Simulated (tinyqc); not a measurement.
Ion implantation: universal nuclear stopping, Lindhard-Scharff electronic stopping and a Gaussian range profile: one step, computed by the program tinyqc. Command: `OMP_NUM_THREADS=1 python tinyqc.py 3012820 3012821 out.jsonl implant walk`. One thread of a shared host (Intel(R) Xeon(R) Processor @ 2.30GHz), about 0.06 s of CPU time with the checks.

An ion slows by elastic collisions with screened nuclei and by friction with electrons; channelling is ignored and the target is uniform.

Problem. Tilt and screen. Depths scale with cos(tilt): R_p cos and dR_p cos (lateral straggle ignored); the screen stops like the target. Fraction in the substrate = (1/2) erfc((d - R_p cos)/(sqrt2 dR_p cos)); peak depth below the screen = R_p cos - d.

Inputs (values chosen for the exercise, modelled on oxygen ions in aluminium): tilt angle = 45 degrees; screen thickness d = 11 nm.

Follow-up: tilt and screen oxide.

projected range R_p = 29.94640 nm

straggle dR_p = 9.650901 nm

Give: fraction in the substrate; peak depth below the screen.

Solution.

fraction in the substrate = 0.9320

peak depth below the screen = 10.18 nm

6.8 % of the dose does not reach the substrate.
